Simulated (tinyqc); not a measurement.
Doping the contact: Schottky barrier with interface states (Cowley-Sze model), image lowering and contact resistance. Computed by tinyqc, a small Python program. Command: `OMP_NUM_THREADS=1 python tinyqc.py 3002418 3002419 out.jsonl pinning walk`. One thread of a shared host (Intel(R) Xeon(R) Processor @ 2.30GHz), about 0.01 s of CPU time with the checks.

An n-type semiconductor under a metal. The barrier lies between the Schottky-Mott limit phi_M - chi and the Bardeen limit E_g - E_n, E_n being the neutrality level of the interface states; the space-charge term of the full Cowley-Sze expression is left out.

Inputs (values chosen for the exercise, with gap, mass and screening modelled on CdTe): gap E_g = 1.52 eV; electron affinity chi = 4.19 eV; metal work function phi_M = 4.46 eV; neutrality level E_n above the valence band = 1.01 eV; interface-state density D = 5e+12 cm^-2 eV^-1; dipole layer thickness delta = 0.36 nm; dipole layer constant eps_i = 2; dielectric constant eps_s = 10.2; electron mass m_e = 0.0973 m_0; valleys M_c = 1; temperature T = 200 K.

Pinning factor from: interface states.

Constants: e = 1.602176634e-19 C; eps_0 = 8.8541878128e-12 F/m; k_B = 8.617333262e-05 eV/K; hbar = 1.054571817e-34 J s; m_0 = 9.1093837015e-31 kg; k_B = 1.380649e-23 J/K; h = 6.62607015e-34 J s.

Method:
- S = 1/(1 + e^2 D delta/(eps_i eps_0)); for D per eV, e^2 D is the number e x D in SI units, with 1 cm^-2 = 1e4 m^-2.
- phi_B = S (phi_M - chi) + (1 - S)(E_g - E_n); the hole barrier is E_g - phi_B.
- A* = 4 pi e m_e M_c k_B^2/h^3 (a simple valley count); J_s = A* T^2 exp(-phi/k_B T).
- E_00 = (e hbar/2) sqrt(N/(m_e eps_s eps_0)), E_0 = E_00 coth(E_00/k_B T); scaling form of the contact resistivity rho_c = (k_B/(e A* T)) exp(phi_B/E_0), which is the thermionic result when E_00 << k_B T and keeps only the leading exponential of tunnelling when E_00 >> k_B T; image lowering is left out of it.
- Regimes: thermionic below E_00/k_B T = 0.5, field emission above 5.

barrier phi_B = 0.303612 eV

Against doping:
```
N (cm^-3)  1e10/sqrt(N)  E_00/k_B T  rho_c (ohm cm^2)                     regime
1.00e+16     1.0000e+02  1.0814e-01        1.5396e+00        thermionic emission
1.00e+17     3.1623e+01  3.4195e-01        8.5548e-01        thermionic emission
1.00e+18     1.0000e+01  1.0814e+00        1.5203e-02  thermionic-field emission
3.00e+18     5.7735e+00  1.8730e+00        2.9024e-04  thermionic-field emission
1.00e+19     3.1623e+00  3.4195e+00        6.2947e-06  thermionic-field emission
3.00e+19     1.8257e+00  5.9228e+00        7.2133e-07             field emission
1.00e+20     1.0000e+00  1.0814e+01        1.8790e-07             field emission
3.00e+20     5.7735e-01  1.8730e+01        9.4385e-08             field emission
1.00e+21     3.1623e-01  3.4195e+01        6.1682e-08             field emission
```

What follows from these numbers?

Over the thermionic rows rho_c changes by a factor 1.8 only, and then it falls fast, by 7.4 decades in all; in field emission ln rho_c is linear in 1/sqrt(N). It passes below 1e-7 ohm cm^2 at N = 3e20 cm^-3 of those listed.
